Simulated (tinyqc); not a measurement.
Via and link resistance from two via chains.

Problem. A chain of 2000 vias joined by 2000 metal links has R = 2000 (Rv + Rlink), with Rlink proportional to the link length. Find Rv, Rlink for length L, and the value of Rv that the short chain would give if the links were ignored.

resistance of chains of 2000 links with link lengths L and 3 L (ohm): 88000  1.48e5

Answer. R per link is a straight line in the link length; its intercept at zero length is Rv.

Rv = 29.00 ohm
Rlink = 15.00 ohm
Rv without correction = 44.00 ohm

Program tinyqc, `OMP_NUM_THREADS=1 python tinyqc.py 2750187 2750188 out.jsonl`; Intel Xeon 2.30GHz, shared host, one thread, about 0.01 s.
